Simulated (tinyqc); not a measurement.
Worked calculation: sp3 tight binding, zinc-blende lattice. One step of it, computed by the program tinyqc.

Question. Levels at G. Diagonalise the Hermitian matrix.

H(k) at G (eV), lower triangle:
```
,a s,a px,a py,a pz,c s,c px,c py,c pz
a s,-15.350000
a px,0.000000,-9.070000
a py,0.000000,0.000000,-9.070000
a pz,0.000000,0.000000,0.000000,-9.070000
c s,-11.856754,0.000000,0.000000,0.000000,-10.270000
c px,0.000000,3.454948,0.000000,0.000000,0.000000,-6.410000
c py,0.000000,0.000000,3.454948,0.000000,0.000000,0.000000,-6.410000
c pz,0.000000,0.000000,0.000000,3.454948,0.000000,0.000000,0.000000,-6.410000
```

Give: eigenvalues.

Answer.

eigenvalues (eV): -24.9358  -11.4421  -11.4421  -11.4421  -4.0379  -4.0379  -4.0379  -0.6842
